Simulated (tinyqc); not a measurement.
Worked calculation: pair of shallow donors (hydrogen-like orbitals). Values are carried at full precision from step to step, so a last printed digit may differ when a step is redone from the rounded ones.

Each donor has the orbital exp(-r/a); energy unit Ha* = q/(eps a), q = e^2/(4 pi eps0), so that a lone donor is bound by Ha*/2; x = R/a. One electron: S = (1 + x + x^2/3) exp(-x), j = 1/x - (1 + 1/x) exp(-2x), k = (1 + x) exp(-x); levels E(+/-) = -1/2 - (j +/- k)/(1 +/- S) in Ha*, without the repulsion of the ions, split by D = |E(-) - E(+)|. In six valleys the overlaps S and k are multiplied by v = [cos(K Rx) + cos(K Ry) + cos(K Rz)]/3, K = k0 (2 pi/a_lat), for isotropic envelopes and the symmetric valley state.

Constants: e^2/(4 pi eps0) = 14.39964547 eV angstrom; hbar = 6.58211957e-16 eV s.

Parameters, chosen for this exercise (near those of two donors in Si; shifted at random, so the results belong to these values and not to a real crystal): a = 18.6 angstrom (orbital radius); eps = 11.3 (dielectric constant); n = (23, 0, 0) a_lat (separation vector); a_lat = 5.431 angstrom (lattice constant); k0 = 0.852 2 pi/a_lat (valley position); dV = 0.55 D (detuning between the donors, in units of D).

## Distance and integrals

Give Ha*, R, x, S, j, k and v.

Ha* = 68.511 meV
R = 124.91 angstrom
x = 6.7158

S, j, k: 0.02757  0.14890  0.00935

v = 0.3922

## One electron on two donors

Give both levels, the splitting D = |E(-) - E(+)| and the tunnelling frequency D/(2 pi hbar).

E(+), E(-) (meV): -44.596  -44.314

D = 0.2818 meV
frequency = 68.15 GHz

The second ion deepens the mean level by 10.20 meV, against Ha*/x = 10.20 meV for a point charge. Without the valley factor D would be 0.719 meV; v is positive, so the even combination lies lower.

## Detuning by a gate

Two-level picture for one electron: with detuning u = dV D the splitting is sqrt(D^2 + u^2) and the lower state has weight (1 + u/sqrt(D^2 + u^2))/2 on the lower donor; the field needed is u/(e R), 1 meV/angstrom = 100 kV/cm.

splitting = 0.3217 meV
weight = 0.741
field = 0.124 kV/cm

## Two electrons and exchange

Two electrons, Heitler-London: with S' = (1 - x + x^2/3) exp(x), C = 1/x - exp(-2x)(1/x + 11/8 + 3x/4 + x^2/6), X = (1/5){exp(-2x)(25/8 - 23x/4 - 3x^2 - x^3/3) + (6/x)[S^2 (0.5772157 + ln x) + S'^2 Ei(-4x) - 2 S S' Ei(-2x)]}, Q = C - 2j + 1/x and A = X - 2 S k + S^2/x, the singlet and triplet lie at (Q +/- w A)/(1 +/- w S^2) from two lone donors, with the valley weight w = v^2; the exchange is J = triplet - singlet.

Give C, X, Q, A and J.

C, X, Q, A (Ha*): 0.1489  0.0002641  -1.729e-05  -0.0001382

J = 2.91 micro-eV

A swap of the two spins takes pi hbar/J = 0.71 ns (hbar = 6.58212e-16 eV s). Against the one-electron splitting D = 0.282 meV, J/D = 0.01: exchange needs both electrons to tunnel and falls as exp(-2x), D as exp(-x).

## Checks

- Heitler-London binding at x = 1.6425 against the known 0.1160 hartree: both 0.1160.
- Overlap S by quadrature in spheroidal coordinates against the formula: both 0.02757.

Program tinyqc; command `OMP_NUM_THREADS=1 python tinyqc.py 1250787 1250788 out.jsonl`; about 0.01 s on one thread of a shared Intel(R) Xeon(R) Processor @ 2.30GHz.
